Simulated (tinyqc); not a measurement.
Inside a calculation: free and nearly free electrons in a metal. Values are carried at full precision from step to step, so a last printed digit may differ when a step is redone from the rounded ones.

The cubic cell holds 4 atoms: n = 4 z/a^3, kF = (3 pi^2 n)^(1/3), EF = c kF^2/m, vF = 2 c kF/(m hbar), c = hbar^2/2m0; rs = (3/(4 pi n))^(1/3)/a0; D(EF) = 3 n/(2 EF).

Constants: hbar^2/2m0 = 3.80998211 eV angstrom^2; hbar = 6.58211957e-16 eV s; a0 (Bohr radius) = 0.5291772105 angstrom; kB = 8.617333262e-05 eV/K.

Values chosen for the exercise (near those of Ca; the results hold for these values, not for the real material):
```
symbol  value  unit          meaning
a       5.545  angstrom      fcc lattice constant
z       2                    free electrons an atom
m       1.15   m0            mass
rho     3.59   micro-ohm cm  bulk resistivity
T       300    K
V       0.72   eV            |V_G| for G = (111)
x       0.67                 k along G as a share of |G|/2
```

## The Fermi sphere

Evaluate the free-electron quantities.

n = 0.04692 1/angstrom^3
kF = 1.1158 1/angstrom
EF = 4.125 eV
vF = 1.123e+06 m/s
rs = 3.250
D(EF) per atom = 0.7273 1/eV

## Relaxation time and mean free path

Drude: 1/rho = n e^2 tau/(m m0) with e = 1.602176634e-19 C and m0 = 9.1093837e-31 kg; mean free path l = vF tau; rho l = hbar kF/(n e^2) = 12 pi^3 hbar/(e^2 S) with S = 4 pi kF^2 does not depend on tau or m.

Use SI units: n in 1/m^3 (1e30 per 1/angstrom^3), rho in ohm m (1e-8 per micro-ohm cm).

tau = 24.23 fs
l = 27.21 nm
rho l = 9.769 1e-16 ohm m^2

Wires lose conductivity to surfaces and grain boundaries, with an excess that scales as rho l over the width and is of the order of rho itself at a width of l = 27 nm.

## Thermal quantities

gamma = (pi^2/3) kB^2 D(EF) per atom, times 96485.33 x 1e3 for mJ/(mol K^2); mu(T) = EF (1 - (pi kB T/EF)^2/12); Wiedemann-Franz kappa = L0 T/rho with L0 = (pi^2/3) (kB/e)^2, kB/e in V/K.

gamma = 1.714 mJ/(mol K^2)
mu - EF = -0.1333 meV
kappa = 204 W/(m K)

## The sphere against the zone faces

Take G = (hkl) 2 pi/a for (111), (200) and (220), with the number of equivalent faces. The Bragg plane of G lies at |G|/2 with |G| = (2 pi/a) sqrt(h^2 + k^2 + l^2). Where kF exceeds it, the sphere cuts the plane in a circle of radius sqrt(kF^2 - G^2/4).

Distance and circle for each G:
```
G      faces  |G|/2 (1/angstrom)  kF/(|G|/2)  circle radius
(111)      8              0.9813      1.1371         0.5311
(200)      6              1.1331      0.9847              -
(220)     12              1.6025      0.6963              -
```

The sphere crosses the (111) faces, so electrons spill into higher zones.

## Two plane waves near the face

Two plane waves k and k - G, G = (111) (2 pi/a): H = [[c k^2/m, V], [V, c (k - G)^2/m]] with c = hbar^2/2m0.

Build H for k along G, diagonalise, and give the weight of the first wave in the lower state and its velocity along G relative to a free electron, (w k + (1 - w)(k - G))/k.

H (eV):
```
[[1.4322, 0.7200],
 [0.7200, 5.6435]]
```

levels (eV): [1.3125, 5.7632]

w = 0.9731
v/v_free = 0.9197

The splitting is 4.451 eV here and 2V = 1.44 eV on the face, where the normal velocity vanishes. There the lower band lies at 2.470 eV and the upper at 3.910 eV, both below the free EF of 4.125 eV: the face centre is filled in both bands and band 2 holds electrons here, while band 1 may keep holes at the zone corners.

## Checks

- Lower level against the closed form of the 2 x 2 problem (eV): both 1.3125.
- The product rho l against hbar kF/(n e^2) (1e-16 ohm m^2): both 9.769.

Run: tinyqc, `OMP_NUM_THREADS=1 python tinyqc.py 1681667 1681668 out.jsonl`; Intel(R) Xeon(R) Processor @ 2.30GHz, one thread, shared host; about 0.01 s of CPU time with all checks.
